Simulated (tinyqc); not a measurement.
Microkinetic model of low-temperature epitaxy from hydride gases: adsorption, hydrogen desorption and rate control. From one set of inputs to another, one input at a time. Computed by tinyqc, a small Python program. Command: `OMP_NUM_THREADS=1 python tinyqc.py 3028048 3028049 out.jsonl hepi ladder`. One thread of a shared host (Intel(R) Xeon(R) Processor @ 2.30GHz), about 0.02 s of CPU time with the checks.

Each hydride molecule needs two free sites and leaves four hydrogen atoms, of which two leave at once as H2; theta is the hydrogen coverage, the site density is 6.78 per nm^2 and one layer is 1.358 angstrom thick.

The inputs printed are set A. Inputs not listed in the table keep their values of set A, so the rows need not describe a real material.

Inputs (values chosen for the exercise, close to those used for silane on Si(001)):
```
quantity                            value  unit
silane pressure p_S                 0.014    Pa
sticking prefactor of silane s0     0.051     -
adsorption barrier E_s               0.23    eV
desorption prefactor nu_d         7.8e+11   1/s
desorption energy on silicon E_d     2.18    eV
hydrogen carrier pressure p_H           0    Pa
sticking of hydrogen s_H          4.7e-08     -
temperature T                         680     C
```

Film: silicon. Order of hydrogen desorption: first.

Constants: k_B = 8.617333262e-05 eV/K; u = 1.6605390666e-27 kg; k_B = 1.380649e-23 J/K.

Method:
- Flux per site F = p/(sqrt(2 pi M k_B T) x 6.78e18 per m^2), M = 32.12 u (silane), 2.016 u (hydrogen); s = s0 exp(-E_s/(k_B T)); k_S = s F_S = k; k_H = s_H F_H; k_d = nu_d exp(-E_d/(k_B T)).
- Temperatures in kelvin are T(C) + 273.15.
- With k the hydride and k_H the hydrogen adsorption rate on free pairs and k_d the desorption rate, steady state: 2 (k + k_H)(1 - theta)^2 = k_d theta; growth rate R = k (1 - theta)^2 layers/s; 1 layer/s = 8.148 nm/min.
- With c = 2 (k + k_H)/k_d the free share is 1 - theta = 2/(1 + sqrt(1 + 4c)).
- X_i = d ln R/d ln k_i at fixed other constants. With f = 1 - theta and a = 2/f + 1/theta: d ln f/d ln k_d = 1/(a f), so X_d = 2/(a f), X_k = 1 - X_d k/(k + k_H), X_H = -X_d k_H/(k + k_H); they sum to 1.

Each row keeps all changes above it:
```
input moved                                                                         from             to  growth rate G (nm/min)  hydrogen coverage theta  X_d (desorption)
set A                                                                                  -              -                    0.68                   0.0717            0.1337
silane pressure p_S (Pa)                                                           0.014           0.38                    4.91                   0.5200            0.6842
desorption prefactor nu_d (1/s) and desorption energy on silicon E_d (eV)  7.8e+11, 2.18  3.7e+12, 2.13                   14.48                   0.1758            0.2990
sticking prefactor of silane s0 and adsorption barrier E_s (eV)              0.051, 0.23     0.15, 0.11                   47.76                   0.5797            0.7339
temperature T (C)                                                                    680            590                    4.75                   0.8613            0.9255
```

Which inputs carry the difference?

Growth rate G goes from 0.677 to 4.75, a factor 7.02 in all. The largest single move comes from temperature T (a factor 0.0995), but it runs against the net change; the largest move in the direction of the net change is silane pressure p_S (a factor 7.26). Hydrogen coverage theta goes from 0.0717 to 0.861, a factor 12.0 in all. The largest single move comes from silane pressure p_S (a factor 7.26), and desorption prefactor nu_d with desorption energy on silicon E_d works against it (a factor 0.338). X_d (desorption) goes from 0.134 to 0.925, a factor 6.92 in all. The largest single move comes from silane pressure p_S (a factor 5.12), and desorption prefactor nu_d with desorption energy on silicon E_d works against it (a factor 0.437). The single moves hold for this order of the switches; the total does not depend on the order.

Extremes, crossings and ranges named in words are read from the listed rows.
